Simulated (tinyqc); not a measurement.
Worked calculation: Hueckel theory of the pi electrons, for the molecule [CH2]c1cccc(F)c1 (SMILES; centres numbered as the heavy atoms are written). One step of it, computed by the program tinyqc.

Task: Orbitals. Diagonalise; E = alpha + x beta with beta < 0, so the largest x are filled first; degenerate levels share their electrons. P = sum n_i c_ri c_si; each orbital has its largest coefficient positive (the first on a tie).

Hueckel matrix in units of beta (H = alpha + beta A):
```
          1C        2C        3C        4C        5C        6C        7F        8C
1C  0.000000  1.000000  0.000000  0.000000  0.000000  0.000000  0.000000  0.000000
2C  1.000000  0.000000  1.000000  0.000000  0.000000  0.000000  0.000000  1.000000
3C  0.000000  1.000000  0.000000  1.000000  0.000000  0.000000  0.000000  0.000000
4C  0.000000  0.000000  1.000000  0.000000  1.000000  0.000000  0.000000  0.000000
5C  0.000000  0.000000  0.000000  1.000000  0.000000  1.000000  0.000000  0.000000
6C  0.000000  0.000000  0.000000  0.000000  1.000000  0.000000  0.700000  1.000000
7F  0.000000  0.000000  0.000000  0.000000  0.000000  0.700000  3.000000  0.000000
8C  0.000000  1.000000  0.000000  0.000000  0.000000  1.000000  0.000000  0.000000
```

pi electrons, sum of z_r less the charge = 9

Give: x values; occupations; coefficients; charge and bond-order matrix P.

Result:

x values: 3.1977  2.0507  1.2329  0.9366  0.0000  -1.0289  -1.2754  -2.1136

occupations: 2.0000  2.0000  2.0000  2.0000  1.0000  0.0000  0.0000  0.0000

coefficients:
```
       MO1      MO2      MO3      MO4      MO5      MO6      MO7      MO8
1C  0.0133   0.2537  -0.3848  -0.0492   0.7559   0.0324  -0.3980  -0.2325
2C  0.0424   0.5203  -0.4744  -0.0461   0.0000  -0.0333   0.5076   0.4915
3C  0.0251   0.4283  -0.0296  -0.4996  -0.3780  -0.4882  -0.1608  -0.3980
4C  0.0378   0.3579   0.4379  -0.4218   0.0000   0.5356  -0.3026   0.3497
5C  0.0958   0.3058   0.5695   0.1045   0.3780  -0.0629   0.5466  -0.3412
6C  0.2687   0.2691   0.2642   0.5197   0.0000  -0.4709  -0.3946   0.3714
7F  0.9514  -0.1984  -0.1047  -0.1763   0.0000   0.0818   0.0646  -0.0508
8C  0.0973   0.3849  -0.1705   0.5057  -0.3780   0.4901  -0.0886  -0.4083
```

charge and bond-order matrix P:
```
         1C       2C       3C       4C       5C       6C       7F       8C
1C   1.0015   0.6348   0.0042  -0.1129  -0.0052  -0.1109   0.0225  -0.0064
2C   0.6348   0.9994   0.5219  -0.0010  -0.2237   0.0041  -0.0102   0.5239
3C   0.0042   0.5219   1.0119   0.7041  -0.0143  -0.2911   0.0602  -0.0178
4C  -0.1129  -0.0010   0.7041   0.9986   0.6368   0.0059  -0.0130  -0.2930
5C  -0.0052  -0.2237  -0.0143   0.6368   1.0188   0.6257  -0.0950   0.0227
6C  -0.1109   0.0041  -0.2911   0.0059   0.6257   0.9691   0.1658   0.6950
7F   0.0225  -0.0102   0.0602  -0.0130  -0.0950   0.1658   1.9731  -0.1103
8C  -0.0064   0.5239  -0.0178  -0.2930   0.0227   0.6950  -0.1103   1.0277
```
